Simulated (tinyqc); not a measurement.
# Changing the mass of B

Model: collinear exchange A + BC -> AB + C on a London-Eyring-Polanyi-Sato surface: saddle, string of images and rate. Computed by tinyqc, a small Python program. Command: `OMP_NUM_THREADS=1 python tinyqc.py 3111922 3111923 out.jsonl leps sweep`. One thread of a shared host (Intel(R) Xeon(R) Processor @ 2.30GHz), about 0.2 s of CPU time with the checks.

x = r(AB), y = r(BC), r(AC) = x + y. V is counted from separated atoms, the barrier from A + BC, that is V + D(BC).

Inputs (values chosen for the exercise, bond data loosely for abstraction of hydrogen from a Ge-H bond by a hydrogen atom; the barrier is not fitted): D(AB) = 4.71 eV; r0(AB) = 0.742 angstrom; beta(AB) = 1.94 1/angstrom; D(BC) = 3.61 eV; r0(BC) = 1.53 angstrom; beta(BC) = 1.45 1/angstrom; D(AC) = 3.64 eV; r0(AC) = 1.53 angstrom; beta(AC) = 1.45 1/angstrom; Sato parameter S = 0.068; mass of A = 1.008 u; mass of C = 72.6 u; temperature T = 300 K; step of the string = 0.02 angstrom^2/eV.

Constants: nu for 1 eV/(angstrom^2 u) = 15.6333042 THz; h x 1 THz = 4.135667696 meV; k_B = 1.380649e-23 J/K; u = 1.6605390666e-27 kg; k_B = 8.617333262e-05 eV/K.

Method:
- For each pair, with u = exp(-beta (r - r0)): Q = D [(3 + S) u^2 - (2 + 6 S) u]/(4 (1 + S)), J = D [(1 + 3 S) u^2 - (6 + 2 S) u]/(4 (1 + S)); V = Q1 + Q2 + Q3 - sqrt(((J1 - J2)^2 + (J2 - J3)^2 + (J3 - J1)^2)/2).
- String of 9 images between the fixed ends (r0(AB) + 2, r0(BC)) and (r0(AB), r0(BC) + 2), started on the two straight legs through (r0(AB) + 0.3, r0(BC) + 0.3): each iteration moves the inner images by -step x gradient (central differences) and spaces them evenly again along the broken line (coordinates are kept between 0.2 and 8 angstrom); stop when no coordinate changes by more than 1e-5 angstrom, at most 400 iterations.
- From the highest inner image, z -> z - H^-1 g with gradient g and Hessian H by central differences, steps capped at 0.15 angstrom, 12 steps.
- Wilson matrix G = [[1/m_A + 1/m_B, -1/m_B], [-1/m_B, 1/m_B + 1/m_C]]; eigenvalues lambda of G H give nu = 15.6333042 THz x sqrt(|lambda|), the negative one being imaginary. Reactant: nu_BC from k = 2 D beta^2 and 1/m_B + 1/m_C. Skew angle: cos = sqrt(m_A m_C/((m_A + m_B)(m_B + m_C))).
- One-dimensional rate constant without tunnelling, k = sqrt(k_B T/(2 pi mu)) [sinh(h nu_BC/(2 k_B T))/sinh(h nu_s/(2 k_B T))] exp(-barrier/(k_B T)) with mu = m_A (m_B + m_C)/(m_A + m_B + m_C); Wigner factor 1 + (h nu_i/(k_B T))^2/24; adiabatic barrier = barrier + h (nu_s - nu_BC)/2.

One run for each value:
```
mass of B (u)  rate constant k (cm/s)  adiabatic barrier (eV)  imaginary frequency (THz)  skew angle (degrees)
1.008                         0.04314                  0.3673                      59.69                 45.39
2.014                         0.01395                  0.3966                      48.06                 55.27
3.016                         0.00893                  0.4082                      43.02                 60.63
6.000                         0.00540                  0.4213                      36.58                 68.62
12.000                        0.00406                  0.4286                      32.16                 75.06
19.000                        0.00362                  0.4314                      30.09                 78.47
```

Describe the trends.

Over the rows, rate constant k (cm/s) falls from 0.0431 to 0.00362 (exponent d ln y / d ln x -1.6 between the first rows and -0.25 between the last); adiabatic barrier (eV) rises from 0.367 to 0.431 (exponent d ln y / d ln x 0.11 between the first rows and 0.014 between the last); imaginary frequency (THz) falls from 59.7 to 30.1 (exponent d ln y / d ln x -0.31 between the first rows and -0.14 between the last).

Caution (rows 1.01, 2.01, 3.02, 6.00, 12.0): the Wigner factor exceeds 2 at T: tunnelling, left out of k, is large and needs a better treatment than this factor.
